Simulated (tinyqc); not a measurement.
Changing the trap density Q_t: grain-boundary trapping model (Seto) of a polycrystalline semiconductor film. Computed by tinyqc, a small Python program. Command: `OMP_NUM_THREADS=1 python tinyqc.py 3024212 3024213 out.jsonl poly sweep`. One thread of a shared host (Intel(R) Xeon(R) Processor @ 2.30GHz), about 0.01 s of CPU time with the checks.

Grains of equal size L are joined by thin boundaries with one trap level. Trapped carriers deplete a width W on each side and raise a barrier, crossed by thermionic emission. Dopants are fully ionised, statistics are non-degenerate and mu_g does not depend on T.

Inputs (values chosen for the exercise, modelled on polycrystalline silicon): permittivity eps = 11.7; effective mass m = 0.29 m_0; effective density of states at 300 K, N_c = 2.9e+19 1/cm^3; grain size L = 19 nm; trap level E_t below the band edge = 0.42 eV; doping N = 1e+19 1/cm^3; mobility inside the grains mu_g = 220 cm^2/(V s); temperature T = 250 K.

Grain interior: resistance included.

Constants: k_B = 8.617333262e-05 eV/K; e = 1.602176634e-19 C; eps_0 = 8.8541878128e-12 F/m; m_0 = 9.1093837015e-31 kg; k_B = 1.380649e-23 J/K.

Method:
- N_c(T) = N_c (T/300 K)^(3/2). Filled traps Q = Q_t/(1 + (1/2) exp((E_t* - E_F)/k_B T)), where E_t* = e V_B - E_t and E_F are counted from the band edge at the grain centre. Partial depletion: Q = 2 N W, V_B = e N W^2/(2 eps eps_0), E_F = k_B T ln(N/N_c); solve for W. If that W would exceed L/2 the grain is fully depleted: W = L/2, Q = N L, and E_F follows from the trap equation. Centre density n_0 = N_c exp(E_F/k_B T).
- Boundary: sigma_b = L e^2 n_0 exp(-e V_B/k_B T)/sqrt(2 pi m k_B T); drift through the grain, depleted parts included: rho_g = [(1 - 2W/L) + (2W/L) int_0^1 exp(y^2 s^2) ds]/(e n_0 mu_g); rho = 1/sigma_b + rho_g. Mean carrier density n_av = n_0 [(1 - 2W/L) + (2W/L) (sqrt(pi)/2) erf(y)/y], y = sqrt(e V_B/k_B T); effective mobility 1/(e n_av rho).
- E_a = d ln(rho)/d(1/k_B T) from T - 5 K and T + 5 K; temperature coefficient d ln(rho)/dT.

One run for each value; columns: (1) trap density Q_t (1/cm^2); (2) resistivity rho (ohm cm); (3) barrier V_B (V); (4) effective mobility (cm^2/(V s)); (5) activation energy E_a (eV):
```
(1)              (2)         (3)         (4)          (5)
2.20e+11  4.3958e-03  9.3569e-05  1.4199e+02  -3.7848e-03
3.60e+11  4.4073e-03  2.5055e-04  1.4163e+02  -3.7458e-03
5.70e+11  4.4357e-03  6.2811e-04  1.4075e+02  -3.6486e-03
9.00e+11  4.5093e-03  1.5659e-03  1.3857e+02  -3.3897e-03
1.40e+12  4.7003e-03  3.7892e-03  1.3334e+02  -2.6851e-03
2.30e+12  5.3949e-03  1.0227e-02  1.1766e+02   4.0119e-05
3.60e+12  8.1092e-03  2.5055e-02  8.1325e+01   9.9116e-03
5.70e+12  3.4043e-02  6.2811e-02  2.1487e+01   4.7689e-02
9.00e+12  2.3729e+00  1.5659e-01  3.8568e-01   1.4494e-01
```

Over the rows, resistivity rho (ohm cm) rises from 0.00440 to 2.37 (exponent d ln y / d ln x 0.0053 between the first rows and 9.3 between the last); barrier V_B (V) rises from 9.36e-5 to 0.157 (exponent d ln y / d ln x about 2.0 throughout); effective mobility (cm^2/(V s)) falls from 142 to 0.386 (exponent d ln y / d ln x -0.0052 between the first rows and -8.8 between the last). The exponent of barrier V_B stays at 2: V_B = e Q_t^2/(8 eps eps_0 N). Lowering Q_t, as passivation does, from the last row to the first cuts rho by 2.7 decades.

Caution (all rows): E_F is within 2 k_B T of the band edge, so non-degenerate statistics fail, and tunnelling through so thin a barrier adds to the current. Caution (rows 2.20e11, 3.60e11, 5.70e11, 9.00e11, 1.40e12, 2.30e12, 3.60e12): e V_B is below 2 k_B T, where the depletion approximation fails and the mean density does not balance the trapped charge.
